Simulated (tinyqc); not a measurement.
Worked calculation: heavy doping: gap narrowing, degeneracy and the minority density. Values are carried at full precision from step to step, so a last printed digit may differ when a step is redone from the rounded ones.

Empirical narrowing (Slotboom form, constants chosen for the exercise; published fits of this form give the apparent narrowing, here it is taken as the true one): dEg = E0 [ln(N/N0) + sqrt(ln(N/N0)^2 + C)].

Constants: kB = 8.617333262e-05 eV/K; e^2/(4 pi eps0) = 14.39964547 eV angstrom.

Values chosen for the exercise (gap and densities of states near those of Ge at this temperature; narrowing constants of the size fitted for Si, not for this material; the results hold for these values, not for the real material): N = 1.4e+18 1/cm^3 (ionised donors, equal to the majority density); E0 = 8.43 meV (narrowing scale); N0 = 1.3e+17 1/cm^3 (onset density); C = 0.5 (smoothing constant); Nc = 7.68e+18 1/cm^3 (conduction-band density of states); Eg = 0.677 eV (gap); Nv = 3.65e+18 1/cm^3 (valence-band density of states); T = 250 K; eps = 16.4 (dielectric constant); Mv = 4 (majority valleys).

## Gap narrowing

Evaluate at N.

ln(N/N0) = 2.3767
dEg (empirical fit) = 40.94 meV

Well above N0 each decade of doping adds 2 E0 ln 10 = 38.8 meV.

## Degeneracy of the majority band

F_j(eta) = (1/Gamma(j + 1)) integral_0^infinity x^j dx/(1 + exp(x - eta)), which tends to exp(eta) for eta << 0.

Majority: N = Nc F_1/2(eta), eta the distance of EF beyond the majority band edge in kT. Degeneracy factor gam = F_1/2(eta)/exp(eta). ni0^2 = Nc Nv exp(-Eg/kT); product n p = ni0^2 gam exp(dEg/kT), dEg the true narrowing; apparent narrowing dEa = dEg + kT ln gam; minority density = n p/N.

Solve for eta and form gam.

N/Nc = 0.1823
eta = -1.6379
gam = 0.9377

## Product and minority density

Combine both effects.

ni0 = 7.94e+11 1/cm^3
exp(dEg/kT) = 6.69
dEa = 39.6 meV
sqrt(n p) = 1.99e+12 1/cm^3
minority density = 2.83e+06 1/cm^3

Narrowing multiplies the product by 6.69 and degeneracy by 0.938; together they change the minority density by a factor 6.27 against ni0^2/N.

## Two estimates of the size

Two physical estimates, e2 = e^2/(4 pi eps0), N in 1/angstrom^3: exchange shift at the Fermi level, Ex = (e2/eps) kF/pi with kF = (3 pi^2 N/Mv)^(1/3); screened-pair energy (Lanyon-Tuft), Es = (3/4)(e2/eps) qs with qs^2 = (4 pi e2 N/(eps kT)) F_-1/2(eta)/F_1/2(eta).

Evaluate both at N.

kF = 0.02180 1/angstrom
Ex = 6.09 meV
Es = 17.09 meV

Against the fitted dEg = 40.9 meV, Ex is 0.15 and Es 0.42 times as large; each keeps one mechanism only, and Ex assumes a strongly degenerate gas, while here eta is only -1.64.

## Checks

- Minority density against the Boltzmann occupation of the other band at the narrowed gap (1/cm^3): both 2.826e+06.

Program tinyqc; command `OMP_NUM_THREADS=1 python tinyqc.py 1680981 1680982 out.jsonl`; about 0.01 s on one thread of a shared Intel(R) Xeon(R) Processor @ 2.30GHz.
